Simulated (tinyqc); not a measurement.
# Floating body of a partially depleted SOI transistor: body voltage and kink, step by step

Numbers from tinyqc (`OMP_NUM_THREADS=1 python tinyqc.py 2182156 2182157 out.jsonl`; about 0.2 s on one thread of a shared Intel Xeon 2.30GHz). Printed values are rounded.

Source at 0 V. Channel current Ic = 2 nf K Vt^2 [F(0) - F(Vd)](1 + la Vd), F(V) = ln^2(1 + exp((Vg - VT - nf V)/(2 nf Vt))), VT = VT0 - gb Vb. Saturation voltage Vs = 2 Vt sqrt(F(0)) + 3 Vt, excess Ve = (Vd - Vs + sqrt((Vd - Vs)^2 + 0.0004 V^2))/2, multiplication M1 = Ai Ve exp(-Bl/Ve). Each junction passes D(v) = J1 (exp(v/Vt) - 1) + J2 (exp(v/(2 Vt)) - 1). Bipolar current Ib = bb J1 (exp(Vb/Vt) - 1). The body settles where M1 (Ic + Ib) = D(Vb) + D(Vb - Vd) + Vb/Rb; drain current Id = (1 + M1)(Ic + Ib) - D(Vb - Vd).

Parameters, values chosen for the exercise; values of the order met in partially depleted silicon-on-insulator transistors: temperature T = 300 K; threshold at zero body voltage VT0 = 0.44 V; fall of the threshold per volt of body voltage gb = 0.3; slope factor nf = 1.38; gain factor per width K = 410 uA/(V^2 um); channel-length modulation factor la = 0.02 1/V; impact-ionisation prefactor Ai = 3.73 1/V; impact-ionisation voltage Bl = 4.5 V; diffusion saturation current of each junction J1 = 2.7e-13 uA/um; recombination saturation current of each junction J2 = 9.4e-9 uA/um; gain of the lateral bipolar transistor on the diffusion current bb = 0; resistance of a weak body tie to the source (1e9 stands for no tie, and the term is then dropped) Rb = 1e9 kohm um; gate voltage Vg = 0.96 V; drain voltage Vd = 2.3 V.

Constants: q = 1.602176634e-19 C, kB = 1.380649e-23 J/K, Vt = kB T/q. Results are converted to the units shown.

Range of the model: The multiplication law is an empirical form chosen for the exercise; self-heating and capacitive coupling to the body are left out, and the linear laws are rough once Vb passes about 0.7 V or M1 about 0.1.

## Starting value

Vb = 0.9 V.

Vb at the start = 0.9 V

## Iteration 1: new Vb

Current into the body I_in = M1 (Ic + Ib) - D(Vb - Vd), current out I_out = D(Vb) + Vb/Rb; f = ln(I_in/I_out), s = df/dVb by central differences over 1e-5 V, Vb(new) = Vb - f/s.

Ic = 96.97546 uA/um
Ve = 1.650040 V
M1 = 0.4025247
I_in = 39.03502 uA/um
I_out = 355.7254 uA/um
f = -2.209700
s = -38.39473 1/V
Vb after iteration 1 = 0.8424478 V

## Iteration 2: new Vb

As before.

Ic = 92.78302 uA/um
Ve = 1.662551 V
M1 = 0.4139860
I_in = 38.41087 uA/um
I_out = 38.47081 uA/um
f = -0.001559205
s = -38.33360 1/V
Vb after iteration 2 = 0.8424072 V

## Course of the iteration

Stop when the step is below 1e-10 V, or after 40 iterations.

Course of the iteration:
```
iteration  Vb before the step (V)   step (V)
1                             0.9    -0.0576
2                       0.8424478   -4.07e-5
3                       0.8424072  -3.23e-11
```

Converged in 3 iterations.

## Drain current with floating and with grounded body

converged Vb = 0.8424072 V

Id and VT at the converged Vb, Id at Vb = 0, their ratio, and the bipolar share Ib/(Ic + Ib).

VT = 0.1872779 V
Id, floating = 131.1905 uA/um
Id, grounded = 67.28598 uA/um
ratio = 1.949745
bipolar share = 0.000000 %

The body rises to 0.842 V and lowers the threshold by 253 mV.
